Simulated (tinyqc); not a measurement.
Where the wafer is too thin: surface photovoltage measurement of the minority-carrier diffusion length in a wafer. Computed by tinyqc, a small Python program. Command: `OMP_NUM_THREADS=1 python tinyqc.py 3130524 3130525 out.jsonl spv walk`. One thread of a shared host (Intel(R) Xeon(R) Processor @ 2.30GHz), about 0.01 s of CPU time with the checks.

Low injection, steady light, a depletion layer much thinner than 1/alpha and L. The excess density dn is taken at the front edge of the neutral region; light that reaches the back is lost.

Inputs (values chosen for the exercise, modelled on p-type silicon at room temperature):
```
quantity                            value        unit
wafer thickness W                     525  micrometre
diffusivity D                        29.2      cm^2/s
front recombination velocity S_f      110        cm/s
back recombination velocity S_b      2100        cm/s
photon flux entering              1.7e+11  1/(cm^2 s)
```

Method:
- alpha = (84.732/lambda - 76.417)^2 per cm with lambda in micrometre (an empirical fit for silicon between 0.7 and 1.05 micrometre).
- Thick wafer: dn = Phi L/((S_f + D/L)(L + 1/alpha)). Finite wafer, with s = S_b L/D, w = W/L, a = alpha L: dn = [Phi a/(a^2 - 1)] [a - B - exp(-alpha W)(a - s)/(cosh w + s sinh w)]/(S_f + B D/L), B = (sinh w + s cosh w)/(cosh w + s sinh w).
- Readings y = (Phi/dn) (1 + noise x g) at 780, 830, 880, 920, 950, 975 and 995 nm; a least-squares line y = c (1/alpha + L_app) gives L_app = intercept/slope.
- No noise; L is varied at fixed W, and the last two columns set S_b to 0 and to 1e7 cm/s.

Apparent length (micrometre):
```
L          W/L  given S_b  S_b = 0  S_b = 1e7
26.2    20.038      26.20     26.2      26.20
52.5    10.000      52.50     52.5      52.50
105.0    5.000     104.99    105.1     104.82
158.0    3.323     157.61    160.0     155.54
262.0    2.004     252.65    285.5     236.61
420.0    1.250     356.11    544.4     307.88
682.0    0.770     440.71   1138.2     355.29
1100.0   0.477     487.87   2285.1     378.33
2100.0   0.250     513.63   4582.0     390.02
```

With a fast back surface L_app levels off, at 390 micrometre in the last row; with a passive one it reaches up to 2.18 times L among these rows and is 4580 in the last. All three columns are within 5 % of L down to W/L = 3.3.

Extremes, crossings and ranges named in words are read from the listed rows.
